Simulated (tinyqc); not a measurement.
## Screening length from the swing

Problem. In a simple model of a Schottky-barrier transistor a barrier thinner than d = 3.2 nm is transparent, so the effective barrier is pn - psi (1 - exp(-d/lam)) and the swing beyond flat band is Vt ln 10/(1 - exp(-d/lam)). Find the thermionic swing, lam, and the effective barrier at psi = 0.2 V.

Values chosen for this exercise: temperature T = 250 K; barrier for electrons at both contacts pn = 0.64 eV.

Constants: q = 1.602176634e-19 C, kB = 1.380649e-23 J/K, Vt = kB T/q. Results are converted to the units shown.

swing in the tunnelling range = 63.424252 mV/decade

Solution. The ratio of the two swings is 1 - exp(-d/lam).

Vt ln 10 = 49.6 mV/decade
lam = 2.10 nm
effective barrier = 0.484 eV

Numbers from tinyqc (`OMP_NUM_THREADS=1 python tinyqc.py 2390149 2390150 out.jsonl`; about 0.06 s on one thread of a shared Intel Xeon 2.30GHz).
